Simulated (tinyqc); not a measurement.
Strained alloy layer of GaSb and GaAs on (001) InP, model-solid band line-up: one step of the calculation.

The layer is x parts of the first compound and 1 - x of the second, grown coherently on the third as substrate and barrier. Rows of the table: lattice constant a, average valence level Ea on an absolute scale, spin-orbit splitting so, gaps at Gamma, X and L, hydrostatic deformation potentials av and ac (Gamma), shear potential b, elastic constants, electron and heavy-hole (along z) masses. All are interpolated linearly in x; gaps get -C x (1 - x), taken wholly in the conduction band; real line-ups can differ from this model by 0.1 eV or more.

Problem. Relaxed alloy and strain. In-plane strain e = (a_substrate - a)/a, e_z = -2 (c12/c11) e, volume change 2 e + e_z.

Values chosen for this exercise: fraction of the first compound in the layer x = 0.4; bowing of the Gamma gap CG = 1.43 eV; bowing of the X gap CX = 1.2 eV; bowing of the L gap CL = 1.2 eV.

Binary compounds, values chosen for the exercise:

|  | close to GaSb | close to GaAs | close to InP |
|---|---|---|---|
| a (angstrom) | 6.096 | 5.653 | 5.869 |
| Ea (eV) | -6.25 | -6.92 | -7.04 |
| so (eV) | 0.75 | 0.339 | 0.111 |
| EG (eV) | 0.728 | 1.42 | 1.34 |
| EX (eV) | 1.04 | 1.92 | 2.22 |
| EL (eV) | 0.822 | 1.71 | 1.91 |
| av (eV) | 0.796 | 1.16 | 1.26 |
| ac (eV) | -6.8 | -7.07 | -5.07 |
| b (eV) | -2 | -1.72 | -1.71 |
| c11 (GPa) | 88.5 | 117 | 102 |
| c12 (GPa) | 40.7 | 54.1 | 56.9 |
| me (m0) | 0.0395 | 0.0671 | 0.0795 |
| mh (m0) | 0.248 | 0.349 | 0.537 |

Find: a; Gamma gap; X gap; L gap; e; e_z; volume change.

Solution.

a = 5.830 angstrom
Gamma gap = 0.8000 eV
X gap = 1.280 eV
L gap = 1.067 eV
e = 0.6655 %
e_z = -0.6143 %
volume change = 0.7167 %

The relaxed alloy has its lowest gap at Gamma (direct). The layer is under tensile in-plane strain.

tinyqc, about 0.01 s, one thread, Intel Xeon 2.30GHz (shared host): `OMP_NUM_THREADS=1 python tinyqc.py 2690119 2690120 out.jsonl`
